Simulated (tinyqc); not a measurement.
A longer run and its error bar: q-state Potts model on a small periodic square lattice: enumeration, Metropolis, heat-bath and Wolff steps. Computed by tinyqc, a small Python program. Command: `OMP_NUM_THREADS=1 python tinyqc.py 3111016 3111017 out.jsonl potts walk`. One thread of a shared host (Intel(R) Xeon(R) Processor @ 2.30GHz), about 0.1 s of CPU time with the checks.

E = -J x (number of nearest-neighbour bonds with equal states); n x n sites with periodic edges have 2 n^2 bonds. Order parameter m = (q f - 1)/(q - 1), f being the largest share of one state. Sites are numbered row by row from 0. Here q = 4 and n = 3.

Inputs (values chosen for the exercise, for a model of domains or grain orientations):
```
quantity             value  unit
number of states q       4     -
edge n                   3     -
coupling J              76   meV
temperature T          940     K
seed                519543     -
```

Update: Wolff cluster.

Constants: k_B = 8.617333262e-05 eV/K.

Method:
- K = J/(k_B T); the infinite square lattice orders at K_c = ln(1 + sqrt(q)); Wolff bond probability p = 1 - exp(-K).
- All q^(n^2) states are counted by their number b of equal bonds; weights g(b) exp(K b), K = J/(k_B T). Per site: u = -J <b>/n^2, c/k_B = K^2 (<b^2> - <b>^2)/n^2.
- ln Z = ln sum g(b) exp(K b); entropy per site s/k_B = (ln Z - K <b>)/n^2.
- After 400 updates are discarded, b is recorded for 4000 cluster flips of the update named (random numbers not printed, so these rows are one sample). Records are averaged in blocks; the error is the scatter of block means over sqrt(number of blocks), and the last column its square over that for single records.

start states:
```
   1  2  3
1  1  2  0
2  2  0  2
3  3  1  2
```

K = 0.938238

p = 0.608683

<b> = 12.9614

Blocking:
```
block length    mean b    error  variance ratio
1             12.68775  0.06823          1.0000
4             12.68775  0.12125          3.1575
16            12.68775  0.17593          6.6476
40            12.68775  0.18094          7.0318
100           12.68775  0.19151          7.8773
```

The run gives 12.688 +/- 0.181 (blocks of 40) against the exact 12.961, a difference of 1.5 error bars. Single records understate the error by a factor of about 2.7, because successive records are correlated.

Extremes, crossings and ranges named in words are read from the listed rows.
